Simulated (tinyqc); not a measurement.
Hot electrons in a saturated n-channel MOSFET, lucky-electron model: one step of the calculation.

Beyond pinch-off the lateral field grows as Esat cosh(y/l) over the velocity-saturated region (pseudo-two-dimensional model). Impact ionisation in this region gives the substrate current, which biases the body forward through Rsub. Currents are per width. Local-field laws: they overstate ionisation when the field peak is narrower than an energy relaxation length.

Question. Body bias from the substrate current. Cox = 3.9 eps0/tox. Overdrive g = Vg - VT + kb Vb; Vdsat = g Esat L/(g + Esat L); Id = Cox vs (g - Vdsat); dV = Vd - Id Rd - Vdsat; Em = sqrt((dV/l)^2 + Esat^2); Isub = Id (Ai/Bi) l Em exp(-Bi/Em). Vb(new) = Rsub Isub.

Parameters, values chosen for the exercise; values close to those of silicon n-channel devices:
- L = 0.25 um (channel length)
- tox = 5.6 nm (oxide thickness)
- VT = 0.41 V (threshold)
- vs = 7.5e6 cm/s (saturation velocity)
- Ai = 2e6 1/cm (ionisation prefactor)
- Bi = 1.7 MV/cm (ionisation field)
- Rd = 200 ohm um (resistance of the lightly doped drain)
- Rsub = 5200 ohm um (substrate resistance)
- kb = 0.28 (fall of VT per volt of forward body bias)
- Vd = 2.3 V (drain voltage)
- Vg = 1.6 V (gate voltage)

Constants: eps0 = 8.8541878128e-14 F/cm where lengths are in cm. Results are converted to the units shown.

Vb at the start = 0 V
l = 34.536937 nm
Esat = 0.055555556 MV/cm

Wanted: Vdsat; Id; dV; Em; Isub; Vb after iteration 1.

Answer.

Vdsat = 0.6409 V
Id = 253.9 uA/um
dV = 1.608 V
Em = 0.4690 MV/cm
Isub = 12.90 uA/um
Vb after iteration 1 = 0.06707 V

Program tinyqc, `OMP_NUM_THREADS=1 python tinyqc.py 2550028 2550029 out.jsonl`; Intel Xeon 2.30GHz, shared host, one thread, about 0.01 s.
